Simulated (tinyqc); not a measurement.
What moves the minority density and the gain: heavy doping: gap narrowing, degeneracy and the minority density.

F_j(eta) = (1/Gamma(j + 1)) integral_0^infinity x^j dx/(1 + exp(x - eta)), which tends to exp(eta) for eta << 0.

Empirical narrowing (Slotboom form, constants chosen for the exercise; published fits of this form give the apparent narrowing, here it is taken as the true one): dEg = E0 [ln(N/N0) + sqrt(ln(N/N0)^2 + C)].

Majority: N = Nv F_1/2(eta), eta the distance of EF beyond the majority band edge in kT. Degeneracy factor gam = F_1/2(eta)/exp(eta). ni0^2 = Nc Nv exp(-Eg/kT); product n p = ni0^2 gam exp(dEg/kT), dEg the true narrowing; apparent narrowing dEa = dEg + kT ln gam; minority density = n p/N.

Bipolar transistor with N as emitter doping: beta = K (N/NB) exp((dEa_B + dG - dEa_E)/kT), dEa_E = dEg(N) + kT ln gam, dEa_B = dEg(NB). For the sweep in T, Nv is scaled as (T/T0)^(3/2) from its value at T0 = T.

Constants: kB = 8.617333262e-05 eV/K.

Parameters, chosen for this exercise (gap and densities of states near those of Si at this temperature; narrowing constants near the fits for Si; the results hold for these values, not for the real material): Eg = 1.11 eV (gap); Nc = 3.55e+19 1/cm^3 (conduction-band density of states); Nv = 1.41e+19 1/cm^3 (valence-band density of states); T = 350 K; E0 = 6.38 meV (narrowing scale); N0 = 1.5e+17 1/cm^3 (onset density); C = 0.5 (smoothing constant); N = 2e+19 1/cm^3 (ionised acceptors, equal to the majority density); NB = 3e+17 1/cm^3 (base doping); K = 1.8 (ratio (D_B W_E)/(D_E W_B)); dG = 120 meV (extra narrowing of the base by alloying).

All results formed anew.

Results for these values:

| case | dEg (meV) | dEa (meV) | minority (1/cm^3) | beta |
|---|---|---|---|---|
| base | 62.76 | 47.92 | 1.27e+04 | 1.87e+03 |

What happens to each result for N = 4e+19 1/cm^3, all else kept?

Answer: dEg rises from 62.76 to 71.56; dEa falls from 47.92 to 42.42; minority falls from 1.27e+04 to 5.31e+03; beta rises from 1.87e+03 to 4.49e+03.

The same for each parameter in turn:

| case | dEg (meV) | dEa (meV) | minority (1/cm^3) | beta |
|---|---|---|---|---|
| base | 62.76 | 47.92 | 1.27e+04 | 1.87e+03 |
| N = 4e+19 1/cm^3 | 71.56 | 42.42 | 5.31e+03 | 4.49e+03 |
| E0 = 7.656 meV | 75.31 | 60.47 | 1.93e+04 | 1.32e+03 |
| N0 = 3e+17 1/cm^3 | 53.97 | 39.13 | 9.52e+03 | 2.04e+03 |
| Eg = 1.13 eV | 62.76 | 47.92 | 6.56e+03 | 1.87e+03 |
| Nv = 1.83e+19 1/cm^3 | 62.76 | 51.28 | 1.85e+04 | 1.67e+03 |
| NB = 6e+17 1/cm^3 | 62.76 | 47.92 | 1.27e+04 | 1.22e+03 |

(tinyqc, `OMP_NUM_THREADS=1 python tinyqc.py 1681863 1681864 out.jsonl`, Intel(R) Xeon(R) Processor @ 2.30GHz, 1 thread, shared host, about 0.01 s.)
